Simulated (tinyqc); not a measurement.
What moves the results: conductance of a narrow metal strip with scatterers (square lattice, Green functions). A value that a table varies takes the place of the one given here.

A strip of W sites across with hard walls, site energy 0 and hopping -t. Mode n = 1 to W has profile chi_n(j) = sqrt(2/(W + 1)) sin(n j pi/(W + 1)) and energy en = -2t cos(n pi/(W + 1)); E = en - 2t cos(kn a). With z_n = exp(i kn a) (Im k > 0 for closed modes, |z| < 1) each lead gives the self-energy -t z_n in mode n. One column carries the site energies v, here one foreign atom. In the mode basis V_nm = sum_j chi_n(j) v_j chi_m(j), G = (E - en + 2 t z_n - V)^-1, and t_nm = 2t sqrt(sin(kn a) sin(km a)) G_nm in size for open modes. T = sum |t_nm|^2, conductance (2e^2/h) T.

Constants: e^2/h = 3.874045865e-05 S.

Inputs chosen for the exercise (hopping and spacing of the size met in Cu or Al; the lattice is a model; shifted at random, so the results belong to these values and not to a real crystal):
```
symbol  value            unit      meaning
t       1.44             eV        hopping
W       4                          sites across
v       (0, 0, -5.2, 0)  eV        site energies in the scattering column
a       2.84             angstrom  spacing
E       1.56             eV        Fermi energy
```

## Conductance steps with and without the scatterer

E is varied across the lower half of the band.

Against energy:
```
E/t    E (eV)  open modes       T  reflected
-3.30  -4.752           1  0.0517     0.9483
-2.95  -4.248           1  0.0121     0.9879
-2.65  -3.816           1  0.5978     0.4022
-2.30  -3.312           2  1.0963     0.9037
-1.95  -2.808           2  1.0583     0.9417
-1.65  -2.376           2  1.0009     0.9991
-1.30  -1.872           3  2.0434     0.9566
-0.95  -1.368           3  2.0193     0.9807
-0.65  -0.936           3  2.0274     0.9726
-0.30  -0.432           4  3.0678     0.9322
0.05    0.072           4  3.1159     0.8841
```

How do the results move?

The clean strip goes from 1 to 4 open modes. The reflected flux ranges from 0.402 (E/t = -2.65) to 0.999 (E/t = -1.65). A scatterer on one site acts on one combination of modes only, so it can reflect at most one unit.

## The same scatterer in wider strips

Width (W + 1) a; the strength is the entry of v largest in size. The foreign atom sits at site W/2 + 1, rounded down. Added resistance (1/T - 1/M)/(2 e^2/h), M the number of open modes.

Against width:
```
W   width (angstrom)   M        T     T/M  added resistance (ohm)
3               11.4   2   1.8532  0.9266                   511.1
4               14.2   3   2.5982  0.8661                   665.3
5               17.0   3   2.5856  0.8619                   689.5
6               19.9   4   3.5613  0.8903                   397.5
8               25.6   5   4.8085  0.9617                   102.8
10              31.2   7   6.5560  0.9366                   124.9
14              42.6   9   8.7330  0.9703                    43.8
20              59.6  13  12.6891  0.9761                    24.3
```

How do the results move?

The added resistance is 511 ohm at W = 3 and 24.3 at W = 20; from W = 10 to 20 it changes by a factor 0.19, where 1/M gives 0.54 and 1/M^2 gives 0.29. A point scatterer removes at most one unit of M (here 0.15 to 0.44), so its resistance is at most 1/(M (M - 1)) in units of h/2e^2, without bound for M = 1, with jumps where modes open or where the site sits near a node of the open modes; the largest value is at W = 5 (690 ohm).

## What each change does

Open modes M, T and the added resistance (1/T - 1/M)/(2 e^2/h). Each row changes one parameter from the base and keeps the others.

Results:
```
case                     M       T  added resistance (ohm)
base                     3  2.5982                     665
t = 1.498 eV             3  2.6245                     615
E = 1.68 eV              3  2.5604                     739
v = (0, 0, -6.76, 0) eV  3  2.5274                     804
```

How do the results move?

The largest shifts from the base row, up to three for each result and ties (the steps differ in size, so this ranks the rows, not the parameters). M: unchanged at the printed digits by t, E and v. T: v -0.0708, E -0.0378, t +0.0263. added resistance (ohm): v +139, E +73, t -50.

Program tinyqc; command `OMP_NUM_THREADS=1 python tinyqc.py 1451790 1451791 out.jsonl`; about 0.01 s on one thread of a shared Intel(R) Xeon(R) Processor @ 2.30GHz.
